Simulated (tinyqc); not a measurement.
Growing the shell: core-shell quantum dot (spherical envelope functions).

Parabolic bands; strain and other valleys are left out. s states, u = r psi, hard wall at R + H, c = hbar^2/2m0, energies from the band edges of the core. Core: u = sin(k1 r)/k1, k1 = sqrt(m1 E/c). At R, psi and psi'/m are continuous, so u is continuous and its slope in the shell is s = u/R + (m2/m1)(u' - u/R). Shell: u(R + x) = u(R) cos(k2 x) + s sin(k2 x)/k2, k2 = sqrt(m2 (E - V)/c); for negative arguments the functions turn into sinh and cosh. A level has u(R + H) = 0.

Overlap = (integral of u_e u_h)^2 with normalised u. Coulomb integrals J_ab = (q/eps) double integral of u_a(r)^2 u_b(s)^2/max(r, s), q = e^2/(4 pi eps0), one eps everywhere. Exciton E = Eg + E_e + E_h - J_eh; first-order biexciton shift J_ee + J_hh - 2 J_eh (positive: repulsive).

Constants: hbar^2/2m0 = 3.80998211 eV angstrom^2; e^2/(4 pi eps0) = 14.39964547 eV angstrom; hc = 1239.841984 eV nm.

Parameters, chosen for this exercise (near those of a CdTe/CdSe core-shell dot; the results hold for these values, not for the real material):
```
symbol  value                       unit      meaning
R       29                          angstrom  core radius
Vc      -0.304                      eV        conduction edge of the shell above that of the core
Vv      0.577                       eV        hole barrier of the shell
me1     0.104                       m0        electron, core
me2     0.126                       m0        electron, shell
mh1     0.34                        m0        hole, core
mh2     0.431                       m0        hole, shell
Eg      1.498                       eV        gap of the core
eps     6.9                                   dielectric constant
Hs      (4, 6, 15, 17, 28, 40, 62)  angstrom  shell thicknesses
```

All quantities anew for each H.

Results:
```
H (angstrom)  E_e (eV)  E_h (eV)  electron in core  overlap  J_eh (meV)  E (eV)  biexciton shift (meV)
4               0.3092    0.1021             0.983    0.997       111.3   1.798                    0.1
6               0.2591    0.0976             0.950    0.980       105.5   1.749                    0.8
15              0.0676    0.0945             0.605    0.654        83.0   1.577                   14.5
17              0.0320    0.0945             0.518    0.562        78.7   1.546                   18.8
40             -0.1867    0.0945             0.088    0.099        51.8   1.354                   49.1
62             -0.2464    0.0945             0.028    0.032        41.1   1.305                   61.0
```

Give the missing row, H (angstrom) = 28.

Computed row:
```
H (angstrom)  E_e (eV)  E_h (eV)  electron in core  overlap  J_eh (meV)  E (eV)  biexciton shift (meV)
28             -0.1090    0.0945             0.206    0.229        61.9   1.422                   37.5
```

The line moves by -493 meV: the electron gives -556, the hole -8 and the weaker attraction +70 meV. Over the last step E_e moves by -59.7 meV and E_h by 0.0 meV; the electron level lies above the shell edge Vc, so at this thickness it still spreads with the shell; whether a thicker shell brings it below Vc depends on whether the core binds a level at all. The overlap goes from 0.997 to 0.032, which scales the radiative lifetime by 31.3 if the rate is proportional to it. Up to H = 6 angstrom E_e exceeds 0.15 Eg, where a parabolic band overstates it.

tinyqc: `OMP_NUM_THREADS=1 python tinyqc.py 1280240 1280241 out.jsonl`; about 0.05 s, one thread, shared Intel(R) Xeon(R) Processor @ 2.30GHz.
